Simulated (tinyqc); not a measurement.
Internal photoemission over an interface barrier: threshold and yield against field.

Electrons are excited from a metal over the barrier Phi(F) = P0 - sqrt(q F/(4 pi eps0 ei)), whose top lies at xm = sqrt(q/(16 pi eps0 ei F)). The yield is Y = A (hv - Phi)^p exp(-xm/l), with A = 1 here.

The yield is taken at hv = 3.45 eV.

Inputs (values chosen for the exercise); dielectric values close to those of aluminium oxide:
- P0 = 3.15 eV (barrier at zero field)
- ei = 3.41 (image-force permittivity)
- p = 2 (exponent of the yield)
- l = 2.8 nm (scattering length in the image well)

Constants: q = 1.602176634e-19 C, eps0 = 8.8541878128e-14 F/cm where lengths are in cm. Results are converted to the units shown.

Threshold and yield against field:
```
F (MV/cm),sqrt(F) ((MV/cm)^0.5),Phi (eV),xm (nm),Y
0.1,0.31623,3.0850,3.2491,0.041743
0.19,0.43589,3.0604,2.3572,0.065398
0.35,0.59161,3.0284,1.7367,0.095580
0.64,0.80000,2.9856,1.2843,0.13632
1.2,1.0954,2.9249,0.93795,0.19725
2.1,1.4491,2.8522,0.70902,0.27741
3.9,1.9748,2.7442,0.52028,0.41370
7.2,2.6833,2.5986,0.38292,0.63223
```

Read the table: what changes, and by how much?

Phi is linear in sqrt(F) with slope -0.205 eV and intercept P0 = 3.15 eV. The yield grows by a factor of 15.1, of which 2.78 comes from less scattering, as xm shrinks from 3.25 to 0.383 nm, and the rest from the lower barrier. For F = 7.2 xm is within about two atomic layers of the interface, where the classical image potential fails.

Computed by the program tinyqc: `OMP_NUM_THREADS=1 python tinyqc.py 2410116 2410117 out.jsonl`, one thread of a shared Intel Xeon 2.30GHz, about 0.01 s for the whole run.
